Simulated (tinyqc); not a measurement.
Impurity fraction: valence-band anticrossing with a localised impurity level.

Host valence band EM(k) = al x - c k^2/mM, c = hbar^2/2m0, coupled to a flat level EI by V = C sqrt(x): H = [[EM, V], [V, EI]], E+/- = (EM + EI)/2 +/- sqrt((EM - EI)^2/4 + V^2). The host weight of a state at E is f = 1/(1 + V^2/(E - EI)^2), and its mass at k = 0 is mM/f. The gap is Eg - E+(0), the conduction edge staying at Eg.

Constants: hbar^2/2m0 = 3.80998211 eV angstrom^2.

Values chosen for the exercise (host near InP; the results hold for these values, not for the real material): Eg = 1.418 eV (gap at Gamma to the s-like level); mM = 0.46 m0 (mass of the host band); EI = -0.348 eV (impurity level, from the valence top of the host); C = 1.47 eV (coupling); al = 0.99 eV (linear shift of the host edge).

The last column is the bowing that a quadratic law would need at that x, (Eg - gap)/(x (1 - x)), with equal end gaps.

Results:
```
x (%)  E- (eV)  E+ (eV)  gap (eV)  host weight of E+  mass of E+  bowing (eV)
0.1    -0.3541   0.0071    1.4109              0.983      0.4679          7.1
0.2    -0.3599   0.0139    1.4041              0.968      0.4752          7.0
0.5    -0.3763   0.0333    1.3847              0.931      0.4942          6.7
1.0    -0.4006   0.0625    1.3555              0.886      0.5190          6.3
2.0    -0.4417   0.1135    1.3045              0.831      0.5534          5.8
3.0    -0.4762   0.1579    1.2601              0.798      0.5765          5.4
5.0    -0.5334   0.2349    1.1831              0.759      0.6063          4.9
8.0    -0.6018   0.3330    1.0850              0.728      0.6315          4.5
```

The apparent bowing falls from 7.1 to 4.5 eV, so no single constant describes the gap: the part from the coupling goes as x while V is small against |EM - EI| and as sqrt(x) beyond (V = |EI| near x = 5.60 %), with the linear term al x on top; the fall of the gap goes as the power 0.98 of x between the first two rows and 0.74 between the last two. The mass of E+ goes from 0.4679 to 0.6315, higher although the gap falls; with al = 0 the weight tends to 1/2 at large x.

Computed by tinyqc, a small Python program: `OMP_NUM_THREADS=1 python tinyqc.py 1050221 1050222 out.jsonl` (the numbers bound the seed that draws the inputs); one thread of a shared host (Intel(R) Xeon(R) Processor @ 2.30GHz), about 0.01 s for the whole set of steps.
